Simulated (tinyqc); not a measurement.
Comparisons within one model: band folding and unfolding in a supercell of a chain. A value that a table varies takes the place of the one given here.

A chain with hopping -t and n = 4 sites a supercell. H(K) has v_j on the diagonal, -t between neighbours and -t exp(2 pi i K) on the bond that closes the cell (from the last site to the first of the next cell). The point K holds the n wave vectors k_m = (K + m)/n of the primitive zone, in 2 pi/a, m = 0 to n - 1, with E0 = -2t cos(2 pi k_m). The unfolding weight of a state c on k_m is |sum_j c_j exp(-2 pi i k_m j)|^2/n, j = 0 to n - 1.

Inputs chosen for the exercise:
- t = 0.6 eV (hopping)
- v = (0.17, 0, 0, 0) eV (site energies in the supercell)
- Kq = 0.34 2 pi/(n a) (wave vector in the small zone)

## Minigaps against first-order theory

Gap i lies between minibands i and i + 1, at K = 1/2 for odd i and K = 0 for even i, where k = +/- i/(2n) are degenerate; first order gives 2|V_i|, the Fourier component V_q = (1/n) sum_j v_j exp(-2 pi i q j/n) for q equal to the number of the gap. Computed for the potential at full and at half strength.

Gaps (eV):
```
i,E0 at the crossing,2|V_i|,gap,gap at half strength
1,-0.8485,0.0850,0.0808,0.0414
2,0.0000,0.0850,0.0846,0.0424
3,0.8485,0.0850,0.0892,0.0436
```

What can be read from the table?

Halving the potential about halves gaps 1, 2 and 3, the scaling of first order. The largest miss of first order is 4 meV, at i = 1 and 3; the potential spans 0.28 t.

## From folded lines to real minibands

The potential is scaled by x. For the lowest level at K: energy, second-order estimate E0(k_0) + x V_0 - x^2 sum_m |V_m|^2/(E0(k_m) - E0(k_0)), weight on k_0, and width of the lowest miniband between K = 0 and 1/2.

Lowest level:
```
x,E (eV),second order (eV),weight on k_0,miniband width (eV)
0.00,-1.0329,-1.0329,1.000,0.3515
0.25,-1.0226,-1.0227,0.999,0.3411
0.50,-1.0131,-1.0132,0.997,0.3311
1.00,-0.9962,-0.9966,0.990,0.3125
1.50,-0.9816,-0.9832,0.980,0.2955
2.00,-0.9691,-0.9729,0.967,0.2799
3.00,-0.9492,-0.9617,0.938,0.2524
4.00,-0.9342,-0.9629,0.909,0.2292
```

How do the results move?

Second order is -0.5 meV off at x = 1 and -12 meV at x = 3. The weight on the parent k falls to 0.99 at x = 1 and 0.91 at x = 4, and the miniband narrows from 0.351 to 0.229 eV as the state gathers on the low sites. While the weight stays near one the primitive band is still the right picture and the folded copies carry little spectral weight.

## What each change does

The two lowest levels at K and the weight of the lowest on k_0. Each row changes one parameter from the base and keeps the others.

Results:
```
case,level 1 (eV),level 2 (eV),weight
base,-0.9962,-0.5671,0.9902
t = 0.66 eV,-1.0990,-0.6283,0.9918
"v = (-0.17, 0, 0, 0) eV",-1.0820,-0.6512,0.9879
Kq = 0.33 2 pi/(n a),-1.0054,-0.5511,0.9911
```

What can be read from the table?

The largest shifts from the base row, up to three for each result and ties (the steps differ in size, so this ranks the rows, not the parameters). level 1 (eV): t -0.1028, v -0.0859, Kq -0.0092. level 2 (eV): v -0.0841, t -0.0612, Kq +0.0160. weight: v -0.0023, t +0.0016, Kq +0.0010.

Computed by tinyqc, a small Python program: `OMP_NUM_THREADS=1 python tinyqc.py 1482086 1482087 out.jsonl` (the numbers bound the seed that draws the inputs); one thread of a shared host (Intel(R) Xeon(R) Processor @ 2.30GHz), about 0.01 s for the whole set of steps.
